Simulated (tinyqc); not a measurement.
# Thermal RC ladder, step response: what changes with what

A ladder of 2 nodes: R_i joins node i to node i + 1, the last R to the ambient; C_i is the heat capacity of node i; theta is the rise above ambient, zero at t = 0. d theta/dt = -A theta + b with b = (Pw/C_1, 0, ...), times in ms.

Inputs (values chosen for the exercise):
- R = [1, 0.56] K/W (resistances, junction to ambient)
- C = [0.56, 6.4] mJ/K (heat capacities of the nodes)
- Pw = 3.8 W (power at node 1 from t = 0)

Each table varies one quantity; the others keep the values above.

## Time step and accuracy

A = C^(-1) K, K_ii = 1/R_(i-1) + 1/R_i (no first term for node 1), K_(i,i+1) = K_(i+1,i) = -1/R_i. The time constants tau_k are the inverse eigenvalues of A; the rise of node 1 per watt is Z(t) = sum_k r_k (1 - exp(-t/tau_k)), with r_k = v_k1^2 tau_k/C_1 and v_k the unit eigenvectors of C^(-1/2) K C^(-1/2). Both schemes run from t = 0 to 2 ms in M equal steps dt: explicit, theta(new) = theta + dt (b - A theta); implicit, (1 + dt A) theta(new) = theta + dt b. Errors of node 1 are against Pw Z; tau_1 is the shortest time constant.

Time step and accuracy:
```
M,dt/tau_1,"error, explicit (%)","error, implicit (%)"
2,1.968,-64.99,-9.312
3,1.312,5.646,-6.177
4,0.9839,2.872,-4.581
8,0.4919,1.806,-2.214
16,0.2460,0.9762,-1.075
32,0.1230,0.5032,-0.5278
64,0.06149,0.2550,-0.2611
128,0.03075,0.1283,-0.1298
```

Read the table: what changes, and by how much?

With 2 steps the errors are -65 % (explicit) and -9.3 % (implicit), with 128 steps 0.13 and -0.13 %. The last doubling divides them by 2.0 and 2.0: both schemes are of first order, with errors of opposite sign. The explicit scheme is stable only for dt < 2 tau_1, and the first row, at 1.97, sits next to that limit, so its error does not follow the trend.

## Pulse trains: peak against mean temperature

For pulses of length tp = 1 ms and period tp/D, the steady peak rise per watt is sum_k r_k (1 - exp(-tp/tau_k))/(1 - exp(-tp/(D tau_k))), and the mean is D sum R.

Pulse trains: peak against mean temperature:
```
D,peak (K/W),mean (K/W),peak/mean,peak rise (K)
0.01,0.8653,0.01560,55.47,3.288
0.02,0.8653,0.03120,27.73,3.288
0.05,0.8663,0.07800,11.11,3.292
0.1,0.8797,0.1560,5.639,3.343
0.2,0.9311,0.3120,2.984,3.538
0.3,0.9926,0.4680,2.121,3.772
0.5,1.133,0.7800,1.453,4.306
0.8,1.380,1.248,1.106,5.245
```

What does the table show?

The peak rises from 0.865 to 1.38 K/W, while its ratio to the mean falls from 55.5 to 1.11. In the first row the peak is within 0.01 % of that of a single pulse, 0.865 K/W.

Numbers from tinyqc (`OMP_NUM_THREADS=1 python tinyqc.py 2520070 2520071 out.jsonl`; about 0.01 s on one thread of a shared Intel Xeon 2.30GHz).
